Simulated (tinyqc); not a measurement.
Inside a calculation. Method: Hubbard chain of 6 sites. Computed by tinyqc, a small Python program that keeps every step. Settings: hopping = 0.59, U = 5.1, mixing = 1, iteration cap = 55. Command: `OMP_NUM_THREADS=1 python tinyqc.py 26057 26058 out.jsonl` (the two numbers bound the seeds that draw the settings). One thread of a shared host (Intel(R) Xeon(R) Processor @ 2.60GHz), about 0.3 s of CPU time with the checks. Later iterations appear only in the table of the cycle.

## Mean-field iteration 1

one-body matrix (hopping and site energies) (eV):
```
          1         2         3         4         5         6
1   0.00000  -0.59000   0.00000   0.00000   0.00000   0.00000
2  -0.59000   0.00000  -0.59000   0.00000   0.00000   0.00000
3   0.00000  -0.59000   0.00000  -0.59000   0.00000   0.00000
4   0.00000   0.00000  -0.59000   0.00000  -0.59000   0.00000
5   0.00000   0.00000   0.00000  -0.59000   0.00000  -0.59000
6   0.00000   0.00000   0.00000   0.00000  -0.59000   0.00000
```

U = 5.10000 eV

electrons, up and down: 1  1

mixing = 1

n(up) at the start (a guess, not normalised): 1 0.61700, 2 0.00000, 3 0.61700, 4 0.00000, 5 0.61700, 6 0.00000

n(down) at the start (a guess): 1 0.00000, 2 0.61700, 3 0.00000, 4 0.61700, 5 0.00000, 6 0.61700

H(up) = T + U n(down), H(down) = T + U n(up); fill the lowest levels; n(new) = n + mixing (n(out) - n); E = tr T (rho up + rho down) + U sum n_up n_down of the output.

levels, up (eV): -0.32552  -0.16352  -0.02176  3.16846  3.31022  3.47222

levels, down (eV): -0.32552  -0.16352  -0.02176  3.16846  3.31022  3.47222

energy = -0.84789 eV

n(up) after iteration 1: 1 0.09835, 2 0.02994, 3 0.49658, 4 0.04655, 5 0.31935, 6 0.00922

n(down) after iteration 1: 1 0.00922, 2 0.31935, 3 0.04655, 4 0.49658, 5 0.02994, 6 0.09835

## Mean-field iteration 2

As before.

levels, up (eV): -0.40569  -0.25924  0.08496  0.88582  1.96967  2.82448

levels, down (eV): -0.40569  -0.25924  0.08496  0.88582  1.96967  2.82448

energy = -1.28283 eV

n(up) after iteration 2: 1 0.04454, 2 0.02622, 3 0.12063, 4 0.04694, 5 0.53531, 6 0.22637

n(down) after iteration 2: 1 0.22637, 2 0.53531, 3 0.04694, 4 0.12063, 5 0.02622, 6 0.04454

## Convergence

Each step fills the lowest levels of T + U n(other spin) and sets n(new) = n + mixing (n(out) - n); stop when output and input agree to 1e-8.

Course of the cycle:

| iteration | E (eV) | largest \|n(out) - n(in)\| | mean \|n_up - n_down\| |
|---|---|---|---|
| 1 | -0.8478943 | 5.19e-01 | 0.27619 |
| 2 | -1.2828259 | 3.76e-01 | 0.25487 |
| 3 | -1.6063184 | 1.74e-01 | 0.24963 |
| 4 | -1.6914829 | 1.28e-01 | 0.32268 |
| 5 | -1.7236214 | 1.67e-01 | 0.29956 |
| 6 | -1.7452358 | 8.69e-02 | 0.32282 |
| 7 | -1.7521862 | 7.21e-02 | 0.31324 |
| 8 | -1.7551687 | 3.66e-02 | 0.32064 |
| 9 | -1.7561137 | 2.51e-02 | 0.31709 |
| 10 | -1.7564538 | 1.32e-02 | 0.31946 |
| 11 | -1.7565646 | 8.29e-03 | 0.31821 |
| ... | ... | ... | ... |
| 26 | -1.7566216 | 2.25e-06 | 0.31871 |
| 27 | -1.7566216 | 1.31e-06 | 0.31871 |
| 28 | -1.7566216 | 7.57e-07 | 0.31871 |
| 29 | -1.7566216 | 4.38e-07 | 0.31871 |
| 30 | -1.7566216 | 2.54e-07 | 0.31871 |
| 31 | -1.7566216 | 1.47e-07 | 0.31871 |
| 32 | -1.7566216 | 8.53e-08 | 0.31871 |
| 33 | -1.7566216 | 4.95e-08 | 0.31871 |
| 34 | -1.7566216 | 2.87e-08 | 0.31871 |
| 35 | -1.7566216 | 1.66e-08 | 0.31871 |
| 36 | -1.7566216 | 9.62e-09 | 0.31871 |

local moments n_up - n_down: 1 -0.23177, 2 -0.47807, 3 -0.24630, 4 0.24630, 5 0.47807, 6 0.23177

Converged in 36 iterations. Before convergence this energy mixes input and output and is not variational, so it may rise towards its limit.

## Exact diagonalisation (36 states)

Lowest levels of the sector, and the double occupancy of the lowest state.

lowest levels (eV): -1.85598  -1.79886  -1.40922  -1.32572  -1.11015  -0.99829

double occupancy per site = 0.00167

The mean-field solution above lies 0.0994 eV above the exact energy.

## The lowest level by Lanczos steps

From a random start vector (not printed): a_j = <q_j|H|q_j>, b_j = norm of the remainder after orthogonalising; the Ritz value is the lowest eigenvalue of the tridiagonal matrix of a and b so far.

Lanczos:

| j | a_j (eV) | b_j (eV) | lowest Ritz value (eV) |
|---|---|---|---|
| 1 | 0.46995 | 2.31439 | 0.4699498 |
| 2 | 3.67821 | 1.73414 | -0.7418816 |
| 3 | -0.02137 | 1.19758 | -1.3921499 |
| 4 | 0.85326 | 1.83975 | -1.6586003 |
| 5 | 3.35340 | 2.17932 | -1.7537475 |
| 6 | 1.23367 | 1.09146 | -1.8106156 |
| 7 | 0.94673 | 2.02322 | -1.8257496 |
| 8 | 3.58663 | 1.91302 | -1.8334302 |
| 9 | 0.51070 | 1.00901 | -1.8391728 |
| 10 | 0.34160 | 1.25774 | -1.8421593 |
